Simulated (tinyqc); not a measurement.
Plane-wave Kohn-Sham cycle with exchange-only LDA in a layered model solid, step by step. One step of it, computed by the program tinyqc.

Task: Iteration 2: potential. V_H(G) = 4 pi rho(G)/G^2 for G != 0 (uniform background); v_x = -(3 rho/pi)^(1/3); V = V_ext + V_H + v_x; Fourier components f(G_m) = (1/N) sum_j f(x_j) exp(-i G_m x_j).

A solid whose potential varies along x alone (atomic units):
```
parameter                      value
period a                   10.900000
cross-section of the cell  18.000000
electrons per cell                 4
grid points                       16
plane waves -n..n, n               3
k points                           3
V1 in V1 cos(2 pi x/a)     -0.550000
V2 in V2 cos(4 pi x/a)      0.090000
```

density after iteration 1 (e/bohr^3): 0.02237437  0.02628613  0.03075109  0.02716267  0.01916406  0.01414434  0.01327722  0.01395629  0.01433977  0.01395629  0.01327722  0.01414434  0.01916406  0.02716267  0.03075109  0.02628613

Give: Potentials on the grid; V(G_m), m = 0, 1, 2, ....

Result:

Potentials on the grid (hartree):
```
x          V_ext        V_H      v_x        V
0.0000   -0.4600     0.2852  -0.2775  -0.4523
0.6813   -0.4445     0.2773  -0.2928  -0.4600
1.3625   -0.3889     0.2347  -0.3085  -0.4628
2.0438   -0.2741     0.1359  -0.2960  -0.4342
2.7250   -0.0900  -1.44e-04  -0.2635  -0.3537
3.4062    0.1468    -0.1307  -0.2382  -0.2220
4.0875    0.3889    -0.2270  -0.2332  -0.0712
4.7687    0.5718    -0.2825  -0.2371   0.0522
5.4500    0.6400    -0.3003  -0.2392   0.1004
6.1312    0.5718    -0.2825  -0.2371   0.0522
6.8125    0.3889    -0.2270  -0.2332  -0.0712
7.4938    0.1468    -0.1307  -0.2382  -0.2220
8.1750   -0.0900  -1.44e-04  -0.2635  -0.3537
8.8562   -0.2741     0.1359  -0.2960  -0.4342
9.5375   -0.3889     0.2347  -0.3085  -0.4628
10.2188  -0.4445     0.2773  -0.2928  -0.4600
```

V(G_m), m = 0, 1, 2, ... (hartree): -0.2660  -0.1384  0.0442  0.0001  0.0006  0.0001  0.0003
